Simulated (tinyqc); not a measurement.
The diagram with and without ligand: potential-pH (Pourbaix) lines of a metal, its cation, its oxide and an oxyanion, with a complexing ligand. Computed by tinyqc, a small Python program. Command: `OMP_NUM_THREADS=1 python tinyqc.py 3000143 3000144 out.jsonl pourb walk`. One thread of a shared host (Intel(R) Xeon(R) Processor @ 2.30GHz), about 0.02 s of CPU time with the checks.

Potentials are against the standard hydrogen electrode; solids and water have unit activity; dG_f of M, H+ and the electron is zero; F = e N_A and s = R T ln(10)/F. The cation carries z = 2.

Inputs (values chosen for the exercise, for a model metal):
```
quantity                                      value    unit
dG_f of the cation                           -142.6  kJ/mol
dG_f of the oxide                            -339.4  kJ/mol
dG_f of the oxyanion                        -398.57  kJ/mol
dG_f of water                               -237.14  kJ/mol
temperature T                                298.15       K
log10 of the dissolved activity a                -4       -
log10 of the stability constant beta of ML        6       -
pKa of HL                                        10       -
total ligand c_L                               0.12   mol/L
```

Species: M, M2+, MO, MO2(2-).

Constants: R = 8.314462618 J/(mol K); e = 1.602176634e-19 C; N_A = 6.02214076e+23 1/mol.

Method. M2+ + 2e = M; MO + 2H+ + 2e = M + H2O; MO2(2-) + 4H+ + 2e = M + 2H2O. For each, E0 = -dG/(z F), and E = E0 + (s/z) log10 a - (s n_H/z) pH, with no activity term for the oxide. The free ligand is c_L/(1 + 10^(pKa - pH)) (ligand in excess); dissolved metal is a in all, so the free cation is a/alpha, alpha = 1 + beta [L]; the cation line drops by (s/z) log10 alpha.

E0 (V): cation -0.738972, oxide -0.529925, oxyanion 0.392339

s = 0.0591593 V

Lines against the metal (V); the species with the lowest line is stable above it:
```
pH    cation    oxide  oxyanion  stable above  cation with ligand  stable above, ligand
0   -0.85729  -0.5299    0.2740        cation             -0.8573             dissolved
2   -0.85729  -0.6482    0.0374        cation             -0.8573             dissolved
4   -0.85729  -0.7666   -0.1993        cation             -0.8587             dissolved
5   -0.85729  -0.8257   -0.3176        cation             -0.8674             dissolved
6   -0.85729  -0.8849   -0.4359         oxide             -0.8902             dissolved
7   -0.85729  -0.9440   -0.5542         oxide             -0.9189                 oxide
8   -0.85729  -1.0032   -0.6725         oxide             -0.9483                 oxide
9   -0.85729  -1.0624   -0.7908         oxide             -0.9767                 oxide
10  -0.85729  -1.1215   -0.9092         oxide             -0.9986                 oxide
12  -0.85729  -1.2398   -1.1458         oxide             -1.0074                 oxide
14  -0.85729  -1.3582   -1.3824      oxyanion             -1.0075              oxyanion
```

Without ligand the oxide holds 6 of the eleven rows (pH 6 to 12), with it 5 (pH 7, 8, 9, 10, 12). The ligand acts once beta [L] exceeds 1, from pH = pKa - log10(beta c_L) = 4.9 on; its line then falls by at most s/z per pH unit and flattens beyond pKa, 0.150 V below the free cation at most. The oxide line falls faster, by s per pH unit, so the oxide takes over again at higher pH.

Extremes, crossings and ranges named in words are read from the listed rows.
